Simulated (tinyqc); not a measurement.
Inside a calculation. Method: lattice vibrations of a chain. One step of it, computed by the program tinyqc.

Task: Dynamical matrix at q = 0.38. q is in units of 2 pi/a. A spring k from atom i to atom j, n cells on, adds k to Phi_ii and Phi_jj, -k exp(2 pi i q n) to Phi_ij and the conjugate to Phi_ji (for one atom a cell: 2k (1 - cos 2 pi q n)); D_ij = Phi_ij / sqrt(m_i m_j).

A chain moving along its axis:
```
atom   mass (u)  spring to the next atom (eV/angstrom^2)
1     48.000000                                20.800000
2      5.300000                                 7.600000
```

Give: D(q).

Result:

D(q) (eV/(angstrom^2 u)):
```
                 1                2
1           0.5917  -0.9567+0.3262i
2  -0.9567-0.3262i           5.3585
```
